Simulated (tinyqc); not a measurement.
X-ray photoelectron analysis of a thin oxide on a semiconductor: attenuation lengths, thickness, angle series and band offsets: one step, computed by the program tinyqc. Command: `OMP_NUM_THREADS=1 python tinyqc.py 3113581 3113582 out.jsonl xps walk`. One thread of a shared host (Intel(R) Xeon(R) Processor @ 2.30GHz), about 0.01 s of CPU time with the checks.

The same element is seen in the oxide and in the substrate, at nearly the same kinetic energy; films are flat and uniform, and the work function is ignored.

Task: Peak ratio. R_0 = (rho_o/M_o) L_o/((rho_s/M_s) L_s); peak ratio R = I_ox/I_sub = R_0 [exp(d/(L_o cos theta)) - 1]; hence d = L_o cos theta ln(1 + R/R_0). A carbon layer weakens both peaks alike, by exp(-d_C/(L_o cos theta)) if its L is taken equal to L_o. This R_0 leaves out intrinsic losses from the substrate peak, so calibrated values can be larger.

Inputs (values chosen for the exercise, modelled on SiO2 on silicon):

| quantity | value | unit |
|---|---|---|
| oxide density | 2.25 | g/cm^3 |
| oxide formula mass | 60.08 | g/mol |
| substrate density | 2.33 | g/cm^3 |
| substrate formula mass | 28.09 | g/mol |
| oxide thickness d | 2.3 | nm |
| emission angle from the normal | 30 | degrees |
| carbon overlayer | 0.94 | nm |

L in the oxide = 3.648217 nm

L in the substrate = 2.904375 nm

Give: R_0; d/(L_o cos theta); ratio R; oxide share of the counts; attenuation by carbon; depth 3 L_o cos theta.

Result:

R_0 = 0.5671

d/(L_o cos theta) = 0.7280

ratio R = 0.6073

oxide share of the counts = 0.3778

attenuation by carbon = 0.7427

depth 3 L_o cos theta = 9.478 nm
